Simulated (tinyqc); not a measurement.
# Worked calculation: reset of a mushroom phase-change cell, hemispherical electro-thermal model

Numbers from tinyqc (`OMP_NUM_THREADS=1 python tinyqc.py 2490040 2490041 out.jsonl`; about 0.01 s on one thread of a shared Intel Xeon 2.30GHz). Printed values are rounded.

Current spreads from a hemispherical contact of radius r0 into a large dome with constant rho and ka: j = I/(2 pi r^2). With s = r0/r the steady rise is T - T0 = c (b s - s^2), c = I^2 rho/(8 pi^2 ka r0^2). The heat lost through the heater, (T(r0) - T0)/Rh, fixes b = (2 + g)/(1 + g), g = 1/(2 pi ka r0 Rh).

Parameters, values chosen for the exercise; values of the order of Ge-Sb-Te and related chalcogenides: ambient temperature T0 = 300 K; melting point Tm = 897 K; radius of the heater contact r0 = 9 nm; resistivity of the hot chalcogenide rho = 4 mohm cm; its thermal conductivity ka = 0.56 W/(m K); thermal resistance of the path through the heater Rh = 10 K/uW; reset current I = 440 uA.

Range of the model: Constant properties, no latent heat, thermoelectric terms, boundary resistance or heating in the heater itself.

## Constants and melting current

The peak lies at s = b/2 with the rise c b^2/4; melting starts at the current where that equals Tm - T0, and the molten shell spans the roots of s^2 - b s + (Tm - T0)/c = 0 (s at most 1). Electrical resistance rho/(2 pi r0).

g = 3.15784
b = 1.24051
resistance = 0.707355 kohm
radius of the peak = 14.5102 nm
melting current = 372.751 uA
power at that current = 98.2821 uW

## Temperature profile and molten shell

r, point 0 to 7 (nm): 9  10.3  12.2  14.4  18  23.4  31.5  45

As before.

c = 2162.23 K
T, point 0 to 7 (K): 820.038  992.861  1102.02  1131.80  1100.58  1011.79  889.854  749.965
peak T = 1131.85 K
inner radius of the melt = 9.47549 nm
outer radius of the melt = 30.9608 nm

The melt is a shell that starts 0.475 nm from the contact, since the heater draws heat from the interface.
